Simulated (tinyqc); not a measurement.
Raising U: Hubbard chain of 4 sites, mean field against exact. Computed by the program tinyqc. Collinear unrestricted mean field (the lowest of 40 random starts) against exact diagonalisation.

one-body matrix (hopping and site energies) (eV):
```
         1        2        3        4
1   0.0000  -1.5600   0.0000   0.0000
2  -1.5600   0.0000  -1.5600   0.0000
3   0.0000  -1.5600   0.0000  -1.5600
4   0.0000   0.0000  -1.5600   0.0000
```

electrons, up and down: 2  2

Exact and mean-field results (eV):
```
U          U/t   E exact  E mean field  mean |n_up - n_down|  double occupancy, exact  first gap in the sector
0.780    0.500  -6.23701      -6.19653                 0.000                    0.224                    1.712
1.560    1.000  -5.57757      -5.41653                 0.000                    0.199                    1.527
3.120    2.000  -4.48647      -3.89538                 0.393                    0.152                    1.231
4.680    3.000  -3.66199      -2.87351                 0.697                    0.114                    1.009
6.240    4.000  -3.04691      -2.23754                 0.820                    0.085                    0.843
9.360    6.000  -2.23382      -1.53036                 0.918                    0.049                    0.620
12.480   8.000  -1.74279      -1.15763                 0.953                    0.031                    0.485
18.720  12.000  -1.19819      -0.77636                 0.979                    0.015                    0.333
31.200  20.000  -0.73105      -0.46722                 0.993                    0.006                    0.204
```

What does the comparison show, and why?

In absolute terms mean field is worst at U/t = 4.0, 0.809 eV too high: at small U it is nearly exact, and at large U it misses only exchange-scale energies. Its local moments set in at U/t = 2.0 of those listed, a broken symmetry that the exact state of a finite cluster with equal spins does not have. Relative to the exact energy its error is 0.6 % at the smallest U, 36 % at most and 36 % at the largest. The double occupancy falls from 0.224 to 0.006; at the largest U the first gap is 0.65 times the exchange scale 4t^2/U.
